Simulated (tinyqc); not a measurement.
# Trap density from two Hall measurements

Question. p-type body, charge-sheet picture, full ionisation (an idealisation for deep acceptors), Boltzmann statistics for free electrons. e = Ec - EF at the surface. psi = Eg - Vt ln(Nv/Na) - e; N_dep = sqrt(2 eps0 eps_r Na (psi - Vt)/q); n_f = sqrt(N_dep^2 + 2 eps0 eps_r Vt Nc exp(-e/Vt)/q) - N_dep; Vg = Vfb + psi + q (N_dep + n_t + n_f)/Cox, Cox = eps0 eox/tox. Find e and n_t at both points and the mean trap density between them.

Inputs (values chosen for the exercise); band and dielectric values close to those of 4H silicon carbide:
```
symbol,value,unit,meaning
T,250,K,temperature
Eg,3.24,eV,band gap
eps_r,9.53,,relative permittivity
Nc,1.3e19,cm^-3,conduction-band density of states at T
Nv,1.92e19,cm^-3,valence-band density of states at T
eox,3.9,,relative permittivity of the insulator
tox,46,nm,insulator thickness
Na,5.1e15,cm^-3,acceptor density
Vfb,-2.72,V,flat-band voltage without trapped charge
```

Constants: q = 1.602176634e-19 C, kB = 1.380649e-23 J/K, Vt = kB T/q, eps0 = 8.8541878128e-14 F/cm where lengths are in cm. Results are converted to the units shown.

Vg (V): [1.8903846, 2.8770218]
free sheet density from the Hall effect (cm^-2): [1.4024105e9, 5.0976857e10]

Solution. Each n_f fixes e; what the gate voltage holds beyond psi, N_dep and n_f is trapped; the difference quotient is the density, smeared over a few Vt.

e (eV): [0.170, 0.0910]
n_t (cm^-2): [4.11e11, 7.81e11]
mean trap density = 4.69e12 cm^-2 eV^-1

tinyqc, about 0.02 s, one thread, Intel Xeon 2.30GHz (shared host): `OMP_NUM_THREADS=1 python tinyqc.py 2222049 2222050 out.jsonl`
